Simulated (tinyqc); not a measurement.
Worked calculation: UHF in the 6-31g basis, for H2, spin multiplicity 1. Computed by tinyqc, a small Python program that keeps every step (integrals from PySCF). Settings: charge = 0, multiplicity = 1, basis = 6-31g, energy threshold = 1e-08, iteration cap = 88, orthogonalisation = symmetric, start = Wolfsberg-Helmholz matrix, DIIS depth = 0, damping = 0.5, method = UHF, break = 0.4. Command: `OMP_NUM_THREADS=1 python tinyqc.py 30661 30662 out.jsonl` (the two numbers bound the seeds that draw the settings). One thread of a shared host (Intel(R) Xeon(R) Processor @ 2.60GHz), about 0.09 s of CPU time with the checks. Later iterations appear only in the table of the cycle.

## One-electron integrals

Geometry (angstrom):
```
atom        x        y        z
H     0.00000  0.00000  0.00000
H     0.00000  0.00000  1.12000
```

Basis 6-31g: exponents (1/bohr^2) and contraction coefficients of normalised primitives:
```
element  l (shell)  exponent  coefficient
H            s (1)  18.73114      0.03349
H            s (1)   2.82539      0.23473
H            s (1)   0.64012      0.81376
H            s (2)   0.16128      1.00000
```

Overlap, kinetic and nuclear-attraction integrals over the contracted functions; the nuclear repulsion is the sum of Za Zb / Rab.

nuclear repulsion = 0.4724797 hartree

overlap S, order 1H 1s, 1H 2s, 2H 1s, 2H 2s:
$$\begin{pmatrix}
1.00000 & 0.65829 & 0.18392 & 0.36543 \\
0.65829 & 1.00000 & 0.36543 & 0.69682 \\
0.18392 & 0.36543 & 1.00000 & 0.65829 \\
0.36543 & 0.69682 & 0.65829 & 1.00000
\end{pmatrix}$$

kinetic energy T (hartree), order 1H 1s, 1H 2s, 2H 1s, 2H 2s:
$$\begin{pmatrix}
1.39568 & 0.25974 & -0.01785 & 0.08732 \\
0.25974 & 0.24192 & 0.08732 & 0.12798 \\
-0.01785 & 0.08732 & 1.39568 & 0.25974 \\
0.08732 & 0.12798 & 0.25974 & 0.24192
\end{pmatrix}$$

nuclear attraction V (hartree), order 1H 1s, 1H 2s, 2H 1s, 2H 2s:
$$\begin{pmatrix}
-2.12549 & -1.05131 & -0.33501 & -0.59813 \\
-1.05131 & -1.07121 & -0.59813 & -0.79630 \\
-0.33501 & -0.59813 & -2.12549 & -1.05131 \\
-0.59813 & -0.79630 & -1.05131 & -1.07121
\end{pmatrix}$$

core Hamiltonian H = T + V (hartree), order 1H 1s, 1H 2s, 2H 1s, 2H 2s:
$$\begin{pmatrix}
-0.72981 & -0.79157 & -0.35286 & -0.51081 \\
-0.79157 & -0.82930 & -0.51081 & -0.66832 \\
-0.35286 & -0.51081 & -0.72981 & -0.79157 \\
-0.51081 & -0.66832 & -0.79157 & -0.82930
\end{pmatrix}$$

## Two-electron integrals

Functions are numbered as in S; the eight-fold symmetry (ij|kl) = (ji|kl) = (kl|ij) leaves the list below.

Two-electron integrals (ij|kl) in chemists' order, unique and non-zero (hartree):
```
(11|11) 1.07657   (21|11) 0.57847   (21|21) 0.32942   (22|11) 0.58740
(22|21) 0.36130   (22|22) 0.45315   (31|11) 0.14194   (31|21) 0.08369
(31|22) 0.09645   (31|31) 0.03112   (32|11) 0.19726   (32|21) 0.12418
(32|22) 0.16153   (32|31) 0.05115   (32|32) 0.10044   (33|11) 0.46832
(33|21) 0.30304   (33|22) 0.41590   (33|31) 0.14194   (33|32) 0.31046
(33|33) 1.07657   (41|11) 0.31046   (41|21) 0.17817   (41|22) 0.19784
(41|31) 0.05115   (41|32) 0.07827   (41|33) 0.19726   (41|41) 0.10044
(42|11) 0.37130   (42|21) 0.23111   (42|22) 0.29774   (42|31) 0.07366
(42|32) 0.13460   (42|33) 0.37130   (42|41) 0.13460   (42|42) 0.22003
(43|11) 0.30304   (43|21) 0.19467   (43|22) 0.26560   (43|31) 0.08369
(43|32) 0.17817   (43|33) 0.57847   (43|41) 0.12418   (43|42) 0.23111
(43|43) 0.32942   (44|11) 0.41590   (44|21) 0.26560   (44|22) 0.36412
(44|31) 0.09645   (44|32) 0.19784   (44|33) 0.58740   (44|41) 0.16153
(44|42) 0.29774   (44|43) 0.36130   (44|44) 0.45315
```

## Orthogonalisation

S = U s U^T; symmetric (Loewdin) form X = U s^(-1/2) U^T, so that X^T S X = 1.

eigenvalues of S: [0.17035, 0.38502, 0.94890, 2.49572]

X, order 1H 1s, 1H 2s, 2H 1s, 2H 2s:
$$\begin{pmatrix}
1.25299 & -0.49994 & -0.01180 & 0.02530 \\
-0.49994 & 1.59402 & 0.02530 & -0.59062 \\
-0.01180 & 0.02530 & 1.25299 & -0.49994 \\
0.02530 & -0.59062 & -0.49994 & 1.59402
\end{pmatrix}$$

## Starting guess

The start is the generalised Wolfsberg-Helmholz matrix (K = 1.75) built on H, with HOMO and LUMO mixed by +/-0.4 rad for the two spins; D(s) = C_occ C_occ^T for each spin.

D(alpha) at the start, order 1H 1s, 1H 2s, 2H 1s, 2H 2s:
$$\begin{pmatrix}
0.20550 & 0.22148 & -0.02604 & 0.11153 \\
0.22148 & 0.23872 & -0.02807 & 0.12021 \\
-0.02604 & -0.02807 & 0.00330 & -0.01413 \\
0.11153 & 0.12021 & -0.01413 & 0.06054
\end{pmatrix}$$

D(beta) at the start, order 1H 1s, 1H 2s, 2H 1s, 2H 2s:
$$\begin{pmatrix}
0.00330 & -0.01413 & -0.02604 & -0.02807 \\
-0.01413 & 0.06054 & 0.11153 & 0.12021 \\
-0.02604 & 0.11153 & 0.20550 & 0.22148 \\
-0.02807 & 0.12021 & 0.22148 & 0.23872
\end{pmatrix}$$

## Iteration 1: building the Fock matrix

J_ij = sum D_kl (ij|kl) with D = D(alpha) + D(beta), K_ij = sum D_kl (ik|jl) for each spin; F = H + J - K(s); E = tr D H + tr D J / 2 - 0.5 sum_s tr D(s) K(s) + E_nn.

Coulomb J (hartree), order 1H 1s, 1H 2s, 2H 1s, 2H 2s:
$$\begin{pmatrix}
1.23688 & 0.74189 & 0.23567 & 0.42817 \\
0.74189 & 0.90715 & 0.42817 & 0.66801 \\
0.23567 & 0.42817 & 1.23688 & 0.74189 \\
0.42817 & 0.66801 & 0.74189 & 0.90715
\end{pmatrix}$$

exchange K(alpha) (hartree), order 1H 1s, 1H 2s, 2H 1s, 2H 2s:
$$\begin{pmatrix}
0.66085 & 0.51370 & 0.17442 & 0.33655 \\
0.51370 & 0.45337 & 0.16619 & 0.31176 \\
0.17442 & 0.16619 & 0.09686 & 0.14055 \\
0.33655 & 0.31176 & 0.14055 & 0.23927
\end{pmatrix}$$

exchange K(beta) (hartree), order 1H 1s, 1H 2s, 2H 1s, 2H 2s:
$$\begin{pmatrix}
0.09686 & 0.14055 & 0.17442 & 0.16619 \\
0.14055 & 0.23927 & 0.33655 & 0.31176 \\
0.17442 & 0.33655 & 0.66085 & 0.51370 \\
0.16619 & 0.31176 & 0.51370 & 0.45337
\end{pmatrix}$$

F(alpha) (hartree), order 1H 1s, 1H 2s, 2H 1s, 2H 2s:
$$\begin{pmatrix}
-0.15378 & -0.56338 & -0.29161 & -0.41919 \\
-0.56338 & -0.37552 & -0.24883 & -0.31208 \\
-0.29161 & -0.24883 & 0.41021 & -0.19023 \\
-0.41919 & -0.31208 & -0.19023 & -0.16142
\end{pmatrix}$$

F(beta) (hartree), order 1H 1s, 1H 2s, 2H 1s, 2H 2s:
$$\begin{pmatrix}
0.41021 & -0.19023 & -0.29161 & -0.24883 \\
-0.19023 & -0.16142 & -0.41919 & -0.31208 \\
-0.29161 & -0.41919 & -0.15378 & -0.56338 \\
-0.24883 & -0.31208 & -0.56338 & -0.37552
\end{pmatrix}$$

total energy of this density = -0.9971396 hartree

This density is the starting one.

## Iteration 1: diagonalisation and new density

Diagonalise F' = X^T F X, C = X C', fill 1 alpha and 1 beta electrons from the bottom; D(s) = C_occ C_occ^T; the new density keeps 0.5 of the old one (damping). Each column has its largest component positive (the first on a tie).

F' = X^T F X (alpha) (hartree):
$$\begin{pmatrix}
0.35760 & -0.66197 & -0.14275 & -0.15513 \\
-0.66197 & 0.18235 & -0.05853 & -0.18321 \\
-0.14275 & -0.05853 & 0.83788 & -0.46967 \\
-0.15513 & -0.18321 & -0.46967 & 0.29554
\end{pmatrix}$$

orbital energies (alpha) (hartree): MO1 -0.53501, MO2 0.16051, MO3 0.91890, MO4 1.12898

coefficients C (alpha), order 1H 1s, 1H 2s, 2H 1s, 2H 2s:
$$\begin{pmatrix}
0.42198 & -0.14002 & -1.20491 & 0.41379 \\
0.54412 & -0.88284 & 1.23454 & -0.73536 \\
0.09595 & 0.17071 & -0.38020 & -1.27977 \\
0.12261 & 1.21345 & 0.03354 & 1.28518
\end{pmatrix}$$

F' = X^T F X (beta) (hartree):
$$\begin{pmatrix}
0.83788 & -0.46967 & -0.14275 & -0.05853 \\
-0.46967 & 0.29554 & -0.15513 & -0.18321 \\
-0.14275 & -0.15513 & 0.35760 & -0.66197 \\
-0.05853 & -0.18321 & -0.66197 & 0.18235
\end{pmatrix}$$

orbital energies (beta) (hartree): MO1 -0.53501, MO2 0.16051, MO3 0.91890, MO4 1.12898

coefficients C (beta), order 1H 1s, 1H 2s, 2H 1s, 2H 2s:
$$\begin{pmatrix}
0.09595 & 0.17071 & -0.38020 & -1.27977 \\
0.12261 & 1.21345 & 0.03354 & 1.28518 \\
0.42198 & -0.14002 & -1.20491 & 0.41379 \\
0.54412 & -0.88284 & 1.23454 & -0.73536
\end{pmatrix}$$

D(alpha) after iteration 1, order 1H 1s, 1H 2s, 2H 1s, 2H 2s:
$$\begin{pmatrix}
0.19178 & 0.22555 & 0.00722 & 0.08164 \\
0.22555 & 0.26739 & 0.01207 & 0.09346 \\
0.00722 & 0.01207 & 0.00625 & -0.00118 \\
0.08164 & 0.09346 & -0.00118 & 0.03778
\end{pmatrix}$$

D(beta) after iteration 1, order 1H 1s, 1H 2s, 2H 1s, 2H 2s:
$$\begin{pmatrix}
0.00625 & -0.00118 & 0.00722 & 0.01207 \\
-0.00118 & 0.03778 & 0.08164 & 0.09346 \\
0.00722 & 0.08164 & 0.19178 & 0.22555 \\
0.01207 & 0.09346 & 0.22555 & 0.26739
\end{pmatrix}$$

## Iteration 2: building the Fock matrix

As before.

Coulomb J (hartree), order 1H 1s, 1H 2s, 2H 1s, 2H 2s:
$$\begin{pmatrix}
1.24575 & 0.74655 & 0.23780 & 0.43118 \\
0.74655 & 0.91085 & 0.43118 & 0.67104 \\
0.23780 & 0.43118 & 1.24575 & 0.74655 \\
0.43118 & 0.67104 & 0.74655 & 0.91085
\end{pmatrix}$$

exchange K(alpha) (hartree), order 1H 1s, 1H 2s, 2H 1s, 2H 2s:
$$\begin{pmatrix}
0.64743 & 0.50920 & 0.19135 & 0.33699 \\
0.50920 & 0.45503 & 0.18713 & 0.31646 \\
0.19135 & 0.18713 & 0.13022 & 0.16302 \\
0.33699 & 0.31646 & 0.16302 & 0.24654
\end{pmatrix}$$

exchange K(beta) (hartree), order 1H 1s, 1H 2s, 2H 1s, 2H 2s:
$$\begin{pmatrix}
0.13022 & 0.16302 & 0.19135 & 0.18713 \\
0.16302 & 0.24654 & 0.33699 & 0.31646 \\
0.19135 & 0.33699 & 0.64743 & 0.50920 \\
0.18713 & 0.31646 & 0.50920 & 0.45503
\end{pmatrix}$$

F(alpha) (hartree), order 1H 1s, 1H 2s, 2H 1s, 2H 2s:
$$\begin{pmatrix}
-0.13150 & -0.55423 & -0.30640 & -0.41661 \\
-0.55423 & -0.37348 & -0.26675 & -0.31374 \\
-0.30640 & -0.26675 & 0.38571 & -0.20804 \\
-0.41661 & -0.31374 & -0.20804 & -0.16499
\end{pmatrix}$$

F(beta) (hartree), order 1H 1s, 1H 2s, 2H 1s, 2H 2s:
$$\begin{pmatrix}
0.38571 & -0.20804 & -0.30640 & -0.26675 \\
-0.20804 & -0.16499 & -0.41661 & -0.31374 \\
-0.30640 & -0.41661 & -0.13150 & -0.55423 \\
-0.26675 & -0.31374 & -0.55423 & -0.37348
\end{pmatrix}$$

total energy of this density = -1.0220379 hartree

This density is a damped mixture and is not idempotent.

## Iteration 2: diagonalisation and new density

As before.

F' = X^T F X (alpha) (hartree):
$$\begin{pmatrix}
0.38207 & -0.65955 & -0.15704 & -0.14928 \\
-0.65955 & 0.18137 & -0.07155 & -0.18070 \\
-0.15704 & -0.07155 & 0.82022 & -0.47918 \\
-0.14928 & -0.18070 & -0.47918 & 0.30233
\end{pmatrix}$$

orbital energies (alpha) (hartree): MO1 -0.53057, MO2 0.16036, MO3 0.92681, MO4 1.12939

coefficients C (alpha), order 1H 1s, 1H 2s, 2H 1s, 2H 2s:
$$\begin{pmatrix}
0.40945 & -0.13906 & -1.19291 & 0.45901 \\
0.54623 & -0.89745 & 1.20211 & -0.76907 \\
0.11823 & 0.17638 & -0.42052 & -1.26443 \\
0.12014 & 1.20676 & 0.08385 & 1.28941
\end{pmatrix}$$

F' = X^T F X (beta) (hartree):
$$\begin{pmatrix}
0.82022 & -0.47918 & -0.15704 & -0.07155 \\
-0.47918 & 0.30233 & -0.14928 & -0.18070 \\
-0.15704 & -0.14928 & 0.38207 & -0.65955 \\
-0.07155 & -0.18070 & -0.65955 & 0.18137
\end{pmatrix}$$

orbital energies (beta) (hartree): MO1 -0.53057, MO2 0.16036, MO3 0.92681, MO4 1.12939

coefficients C (beta), order 1H 1s, 1H 2s, 2H 1s, 2H 2s:
$$\begin{pmatrix}
0.11823 & 0.17638 & -0.42052 & -1.26443 \\
0.12014 & 1.20676 & 0.08385 & 1.28941 \\
0.40945 & -0.13906 & -1.19291 & 0.45901 \\
0.54623 & -0.89745 & 1.20211 & -0.76907
\end{pmatrix}$$

D(alpha) after iteration 2, order 1H 1s, 1H 2s, 2H 1s, 2H 2s:
$$\begin{pmatrix}
0.17972 & 0.22460 & 0.02782 & 0.06541 \\
0.22460 & 0.28288 & 0.03833 & 0.07954 \\
0.02782 & 0.03833 & 0.01012 & 0.00651 \\
0.06541 & 0.07954 & 0.00651 & 0.02611
\end{pmatrix}$$

D(beta) after iteration 2, order 1H 1s, 1H 2s, 2H 1s, 2H 2s:
$$\begin{pmatrix}
0.01012 & 0.00651 & 0.02782 & 0.03833 \\
0.00651 & 0.02611 & 0.06541 & 0.07954 \\
0.02782 & 0.06541 & 0.17972 & 0.22460 \\
0.03833 & 0.07954 & 0.22460 & 0.28288
\end{pmatrix}$$

## Iteration 3: building the Fock matrix

As before.

Coulomb J (hartree), order 1H 1s, 1H 2s, 2H 1s, 2H 2s:
$$\begin{pmatrix}
1.25000 & 0.74887 & 0.23898 & 0.43277 \\
0.74887 & 0.91278 & 0.43277 & 0.67267 \\
0.23898 & 0.43277 & 1.25000 & 0.74887 \\
0.43277 & 0.67267 & 0.74887 & 0.91278
\end{pmatrix}$$

exchange K(alpha) (hartree), order 1H 1s, 1H 2s, 2H 1s, 2H 2s:
$$\begin{pmatrix}
0.63339 & 0.50344 & 0.20259 & 0.33683 \\
0.50344 & 0.45509 & 0.20207 & 0.32053 \\
0.20259 & 0.20207 & 0.15499 & 0.18007 \\
0.33683 & 0.32053 & 0.18007 & 0.25375
\end{pmatrix}$$

exchange K(beta) (hartree), order 1H 1s, 1H 2s, 2H 1s, 2H 2s:
$$\begin{pmatrix}
0.15499 & 0.18007 & 0.20259 & 0.20207 \\
0.18007 & 0.25375 & 0.33683 & 0.32053 \\
0.20259 & 0.33683 & 0.63339 & 0.50344 \\
0.20207 & 0.32053 & 0.50344 & 0.45509
\end{pmatrix}$$

F(alpha) (hartree), order 1H 1s, 1H 2s, 2H 1s, 2H 2s:
$$\begin{pmatrix}
-0.11320 & -0.54614 & -0.31647 & -0.41486 \\
-0.54614 & -0.37161 & -0.28010 & -0.31618 \\
-0.31647 & -0.28010 & 0.36520 & -0.22278 \\
-0.41486 & -0.31618 & -0.22278 & -0.17027
\end{pmatrix}$$

F(beta) (hartree), order 1H 1s, 1H 2s, 2H 1s, 2H 2s:
$$\begin{pmatrix}
0.36520 & -0.22278 & -0.31647 & -0.28010 \\
-0.22278 & -0.17027 & -0.41486 & -0.31618 \\
-0.31647 & -0.41486 & -0.11320 & -0.54614 \\
-0.28010 & -0.31618 & -0.54614 & -0.37161
\end{pmatrix}$$

total energy of this density = -1.0382107 hartree

This density is a damped mixture and is not idempotent.

## Iteration 3: diagonalisation and new density

As before.

F' = X^T F X (alpha) (hartree):
$$\begin{pmatrix}
0.40144 & -0.65644 & -0.16636 & -0.14575 \\
-0.65644 & 0.18117 & -0.08067 & -0.17984 \\
-0.16636 & -0.08067 & 0.80467 & -0.48640 \\
-0.14575 & -0.17984 & -0.48640 & 0.30479
\end{pmatrix}$$

orbital energies (alpha) (hartree): MO1 -0.52734, MO2 0.15916, MO3 0.93216, MO4 1.12809

coefficients C (alpha), order 1H 1s, 1H 2s, 2H 1s, 2H 2s:
$$\begin{pmatrix}
0.39907 & -0.13955 & 1.18168 & 0.49560 \\
0.54475 & -0.91011 & -1.17430 & -0.79767 \\
0.13430 & 0.18056 & 0.45403 & -1.25057 \\
0.12328 & 1.20075 & -0.12559 & 1.29134
\end{pmatrix}$$

F' = X^T F X (beta) (hartree):
$$\begin{pmatrix}
0.80467 & -0.48640 & -0.16636 & -0.08067 \\
-0.48640 & 0.30479 & -0.14575 & -0.17984 \\
-0.16636 & -0.14575 & 0.40144 & -0.65644 \\
-0.08067 & -0.17984 & -0.65644 & 0.18117
\end{pmatrix}$$

orbital energies (beta) (hartree): MO1 -0.52734, MO2 0.15916, MO3 0.93216, MO4 1.12809

coefficients C (beta), order 1H 1s, 1H 2s, 2H 1s, 2H 2s:
$$\begin{pmatrix}
0.13430 & 0.18056 & 0.45403 & -1.25057 \\
0.12328 & 1.20075 & -0.12559 & 1.29134 \\
0.39907 & -0.13955 & 1.18168 & 0.49560 \\
0.54475 & -0.91011 & -1.17430 & -0.79767
\end{pmatrix}$$

D(alpha) after iteration 3, order 1H 1s, 1H 2s, 2H 1s, 2H 2s:
$$\begin{pmatrix}
0.16949 & 0.22100 & 0.04071 & 0.05731 \\
0.22100 & 0.28982 & 0.05574 & 0.07335 \\
0.04071 & 0.05574 & 0.01408 & 0.01153 \\
0.05731 & 0.07335 & 0.01153 & 0.02065
\end{pmatrix}$$

D(beta) after iteration 3, order 1H 1s, 1H 2s, 2H 1s, 2H 2s:
$$\begin{pmatrix}
0.01408 & 0.01153 & 0.04071 & 0.05574 \\
0.01153 & 0.02065 & 0.05731 & 0.07335 \\
0.04071 & 0.05731 & 0.16949 & 0.22100 \\
0.05574 & 0.07335 & 0.22100 & 0.28982
\end{pmatrix}$$

## Iteration 4: building the Fock matrix

As before.

Coulomb J (hartree), order 1H 1s, 1H 2s, 2H 1s, 2H 2s:
$$\begin{pmatrix}
1.25188 & 0.74998 & 0.23965 & 0.43361 \\
0.74998 & 0.91377 & 0.43361 & 0.67357 \\
0.23965 & 0.43361 & 1.25188 & 0.74998 \\
0.43361 & 0.67357 & 0.74998 & 0.91377
\end{pmatrix}$$

exchange K(alpha) (hartree), order 1H 1s, 1H 2s, 2H 1s, 2H 2s:
$$\begin{pmatrix}
0.61991 & 0.49731 & 0.21033 & 0.33641 \\
0.49731 & 0.45421 & 0.21317 & 0.32409 \\
0.21033 & 0.21317 & 0.17419 & 0.19361 \\
0.33641 & 0.32409 & 0.19361 & 0.26068
\end{pmatrix}$$

exchange K(beta) (hartree), order 1H 1s, 1H 2s, 2H 1s, 2H 2s:
$$\begin{pmatrix}
0.17419 & 0.19361 & 0.21033 & 0.21317 \\
0.19361 & 0.26068 & 0.33641 & 0.32409 \\
0.21033 & 0.33641 & 0.61991 & 0.49731 \\
0.21317 & 0.32409 & 0.49731 & 0.45421
\end{pmatrix}$$

F(alpha) (hartree), order 1H 1s, 1H 2s, 2H 1s, 2H 2s:
$$\begin{pmatrix}
-0.09785 & -0.53890 & -0.32354 & -0.41360 \\
-0.53890 & -0.36973 & -0.29037 & -0.31884 \\
-0.32354 & -0.29037 & 0.34788 & -0.23520 \\
-0.41360 & -0.31884 & -0.23520 & -0.17621
\end{pmatrix}$$

F(beta) (hartree), order 1H 1s, 1H 2s, 2H 1s, 2H 2s:
$$\begin{pmatrix}
0.34788 & -0.23520 & -0.32354 & -0.29037 \\
-0.23520 & -0.17621 & -0.41360 & -0.31884 \\
-0.32354 & -0.41360 & -0.09785 & -0.53890 \\
-0.29037 & -0.31884 & -0.53890 & -0.36973
\end{pmatrix}$$

total energy of this density = -1.0483363 hartree

This density is a damped mixture and is not idempotent.

## Iteration 4: diagonalisation and new density

As before.

F' = X^T F X (alpha) (hartree):
$$\begin{pmatrix}
0.41718 & -0.65307 & -0.17260 & -0.14364 \\
-0.65307 & 0.18163 & -0.08728 & -0.17987 \\
-0.17260 & -0.08728 & 0.79120 & -0.49219 \\
-0.14364 & -0.17987 & -0.49219 & 0.30484
\end{pmatrix}$$

orbital energies (alpha) (hartree): MO1 -0.52475, MO2 0.15757, MO3 0.93597, MO4 1.12606

coefficients C (alpha), order 1H 1s, 1H 2s, 2H 1s, 2H 2s:
$$\begin{pmatrix}
0.39036 & -0.14083 & 1.17131 & 0.52585 \\
0.54117 & -0.92120 & -1.15018 & -0.82216 \\
0.14635 & 0.18364 & 0.48231 & -1.23812 \\
0.12949 & 1.19532 & -0.16079 & 1.29187
\end{pmatrix}$$

F' = X^T F X (beta) (hartree):
$$\begin{pmatrix}
0.79120 & -0.49219 & -0.17260 & -0.08728 \\
-0.49219 & 0.30484 & -0.14364 & -0.17987 \\
-0.17260 & -0.14364 & 0.41718 & -0.65307 \\
-0.08728 & -0.17987 & -0.65307 & 0.18163
\end{pmatrix}$$

orbital energies (beta) (hartree): MO1 -0.52475, MO2 0.15757, MO3 0.93597, MO4 1.12606

coefficients C (beta), order 1H 1s, 1H 2s, 2H 1s, 2H 2s:
$$\begin{pmatrix}
0.14635 & 0.18364 & 0.48231 & -1.23812 \\
0.12949 & 1.19532 & -0.16079 & 1.29187 \\
0.39036 & -0.14083 & 1.17131 & 0.52585 \\
0.54117 & -0.92120 & -1.15018 & -0.82216
\end{pmatrix}$$

D(alpha) after iteration 4, order 1H 1s, 1H 2s, 2H 1s, 2H 2s:
$$\begin{pmatrix}
0.16093 & 0.21612 & 0.04892 & 0.05393 \\
0.21612 & 0.29134 & 0.06747 & 0.07171 \\
0.04892 & 0.06747 & 0.01775 & 0.01524 \\
0.05393 & 0.07171 & 0.01524 & 0.01871
\end{pmatrix}$$

D(beta) after iteration 4, order 1H 1s, 1H 2s, 2H 1s, 2H 2s:
$$\begin{pmatrix}
0.01775 & 0.01524 & 0.04892 & 0.06747 \\
0.01524 & 0.01871 & 0.05393 & 0.07171 \\
0.04892 & 0.05393 & 0.16093 & 0.21612 \\
0.06747 & 0.07171 & 0.21612 & 0.29134
\end{pmatrix}$$

## Convergence

Stop when the energy changes by less than 1e-08 hartree and every element of the error matrix X^T (F D S - S D F) X (for each spin) is below 3e-05.

Course of the cycle:
```
iteration  E (hartree)     change  largest element of the error matrix
1           -0.9971396          -                             1.06e-01
2           -1.0220379  -2.49e-02                             7.04e-02
3           -1.0382107  -1.62e-02                             4.84e-02
4           -1.0483363  -1.01e-02                             3.46e-02
5           -1.0546662  -6.33e-03                             2.58e-02
6           -1.0587055  -4.04e-03                             1.99e-02
7           -1.0613755  -2.67e-03                             1.60e-02
8           -1.0632187  -1.84e-03                             1.33e-02
9           -1.0645504  -1.33e-03                             1.13e-02
10          -1.0655546  -1.00e-03                             9.88e-03
11          -1.0663401  -7.86e-04                             8.77e-03
12          -1.0669733  -6.33e-04                             7.89e-03
13          -1.0674958  -5.23e-04                             7.18e-03
14          -1.0679350  -4.39e-04                             6.59e-03
...                ...        ...                                  ...
75          -1.0716481  -4.39e-06                             6.88e-04
76          -1.0716522  -4.16e-06                             6.71e-04
77          -1.0716562  -3.95e-06                             6.53e-04
78          -1.0716599  -3.75e-06                             6.37e-04
79          -1.0716635  -3.56e-06                             6.20e-04
80          -1.0716669  -3.38e-06                             6.05e-04
81          -1.0716701  -3.21e-06                             5.89e-04
82          -1.0716731  -3.05e-06                             5.74e-04
83          -1.0716760  -2.90e-06                             5.60e-04
84          -1.0716788  -2.75e-06                             5.46e-04
85          -1.0716814  -2.62e-06                             5.32e-04
86          -1.0716839  -2.49e-06                             5.18e-04
87          -1.0716862  -2.36e-06                             5.05e-04
88          -1.0716885  -2.25e-06                             4.93e-04
```

PySCF UHF in the same basis, after a stability check = -1.0717323 hartree

Not converged within the cap of 88 iterations: the residual falls steadily but slowly, by a factor of about 0.97 a step. Reruns (cap 100 unless said): DIIS 8: converged in 12; level shift 0.5: not converged; atomic densities as start, DIIS 8: converged in 5; the original settings with a cap of 400: converged in 202.
